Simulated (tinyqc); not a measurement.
Hueckel theory of the pi electrons with the omega technique, for the molecule C=C1C=CC=CN=C1 (SMILES; centres numbered as the heavy atoms are written), step by step. One step of it, computed by the program tinyqc.

Problem. Orbitals, round 1. Diagonalise; E = alpha + x beta with beta < 0, so the largest x are filled first; degenerate levels share their electrons. P = sum n_i c_ri c_si; each orbital has its largest coefficient positive (the first on a tie).

Hueckel matrix in units of beta (H = alpha + beta A), lower triangle:
```
,1C,2C,3C,4C,5C,6C,7N,8C
1C,0.000000
2C,1.000000,0.000000
3C,0.000000,1.000000,0.000000
4C,0.000000,0.000000,1.000000,0.000000
5C,0.000000,0.000000,0.000000,1.000000,0.000000
6C,0.000000,0.000000,0.000000,0.000000,1.000000,0.000000
7N,0.000000,0.000000,0.000000,0.000000,0.000000,0.910000,0.460000
8C,0.000000,1.000000,0.000000,0.000000,0.000000,0.000000,0.910000,0.000000
```

pi electrons, sum of z_r less the charge = 8

Give: x values; occupations; coefficients; charge and bond-order matrix P.

Solution.

x values: 2.1052  1.4612  1.3180  0.2421  -0.3978  -0.6525  -1.6700  -1.9463

occupations: 2.0000  2.0000  2.0000  2.0000  0.0000  0.0000  0.0000  0.0000

coefficients:
```
,MO1,MO2,MO3,MO4,MO5,MO6,MO7,MO8
1C,0.2230,-0.3358,-0.0561,0.6692,-0.1619,0.5012,-0.1317,-0.3030
2C,0.4694,-0.4906,-0.0740,0.1620,0.0644,-0.3270,0.2199,0.5898
3C,0.3750,-0.2655,0.3626,-0.3653,-0.4678,-0.2390,0.0923,-0.4894
4C,0.3201,0.1027,0.5519,-0.2505,0.1217,0.4830,-0.3741,0.3627
5C,0.2989,0.4156,0.3648,0.3046,0.4194,-0.0761,0.5324,-0.2166
6C,0.3092,0.5045,-0.0711,0.3242,-0.2885,-0.4333,-0.5150,0.0588
7N,0.3868,0.3534,-0.5039,-0.2485,-0.3348,0.3944,0.3601,0.1122
8C,0.3902,-0.1157,-0.4040,-0.2647,0.6040,-0.0488,-0.3279,-0.3555
```

charge and bond-order matrix P, lower triangle:
```
,1C,2C,3C,4C,5C,6C,7N,8C
1C,1.2269
2C,0.7639,0.9855
3C,-0.1841,0.4405,0.9521
4C,-0.3234,0.0369,0.7688,0.9608
5C,0.2210,-0.0824,0.0456,0.5269,0.9759
6C,0.2410,-0.0892,-0.3243,0.0608,0.7499,0.9206
7N,-0.3409,0.0104,-0.0814,-0.1114,0.0060,0.5063,1.1803
8C,-0.0573,0.4538,0.2544,-0.0873,-0.3189,0.0103,0.7588,0.7978
```
